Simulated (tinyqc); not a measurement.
Tamm state at the end of a one-band chain: one step. The bound state. Four cases, with inputs chosen for the exercise.

Question. Amplitudes z^n solve the chain for E = -t (z + 1/z); the end site demands z = -t/D, bound if |z| < 1. Then E = D + t^2/D, weight on the end site 1 - z^2, decay length -a/ln|z|.

A half-infinite chain with site energy 0 and hopping -t, band E = -2t cos(ka); the end site has energy D. The surface Green function of the unperturbed half chain is g = (E -/+ sqrt(E^2 - 4t^2))/(2t^2), the root with |t g| <= 1 and Im g <= 0, and with the shift G = g/(1 - D g).

Give: z; E; weight on the end site; decay length of the amplitude.

Case 1.

Values chosen: t = 2.03 eV (hopping); D = -5.04 eV (shift of the end site); a = 3.7 angstrom (spacing).

Answer.

z = 0.4028
E = -5.8576 eV
weight on the end site = 0.8378
decay length of the amplitude = 4.069 angstrom

The state lies 1.7976 eV below the band, and its amplitude keeps its sign from site to site.

Case 2.

Values chosen: t = 1.1 eV (hopping); D = -1.79 eV (shift of the end site); a = 3.4 angstrom (spacing).

Answer.

z = 0.6145
E = -2.4660 eV
weight on the end site = 0.6224
decay length of the amplitude = 6.983 angstrom

The state lies 0.2660 eV below the band, and its amplitude keeps its sign from site to site.

Case 3.

Values chosen: t = 1.38 eV (hopping); D = -1.89 eV (shift of the end site); a = 3.8 angstrom (spacing).

Answer.

z = 0.7302
E = -2.8976 eV
weight on the end site = 0.4669
decay length of the amplitude = 12.083 angstrom

The state lies 0.1376 eV below the band, and its amplitude keeps its sign from site to site.

Case 4.

Values chosen: t = 1.38 eV (hopping); D = -2.9 eV (shift of the end site); a = 2.5 angstrom (spacing).

Answer.

z = 0.4759
E = -3.5567 eV
weight on the end site = 0.7736
decay length of the amplitude = 3.366 angstrom

The state lies 0.7967 eV below the band, and its amplitude keeps its sign from site to site.

Computed by tinyqc, one run a case: `OMP_NUM_THREADS=1 python tinyqc.py N N+1 out.jsonl` with N = 1480119, 1480193, 1481034, 1481059; one thread of a shared Intel(R) Xeon(R) Processor @ 2.30GHz, about 0.01 s a run at most.
